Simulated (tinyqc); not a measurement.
Scattering of inversion-layer electrons by surface optical phonons of the gate insulator (remote phonon scattering): one step, computed by the program tinyqc.

One subband with the Fang-Howard envelope; insulator and channel are half-spaces, the gate is far away, and an interlayer only moves the polar surface away by t (its own modes and its permittivity contrast are left out).

Problem. The electron gas. Density of states D = g_v m/(pi hbar^2); eta = E_F/(k_B T) = ln(exp(n/(D k_B T)) - 1); screening wave number q_s = e^2 D/(2 eps_0 eps_avg) x 1/(1 + exp(-eta)), eps_avg = (eps_s + eps_inf)/2; b = 3/z0.

Inputs (values chosen for the exercise, modelled on HfO2 on silicon): optical constant eps_inf = 5; constant of the channel eps_s = 11.7; in-plane mass m = 0.192 m_0; valleys g_v = 2; sheet density n = 3.4e+12 1/cm^2; mean distance of the electrons z0 = 3/b = 1.6 nm; temperature T = 350 K.

Constants: hbar^2/(2 m_0) = 3.80998212 eV angstrom^2; k_B = 8.617333262e-05 eV/K; e^2/(4 pi eps_0) = 14.39964548 eV angstrom.

Give: D; eta; q_s; b.

Solution.

D = 1.6041e+14 1/(eV cm^2)

eta = 0.019142

q_s = 0.87737 1/nm

b = 1.875 1/nm
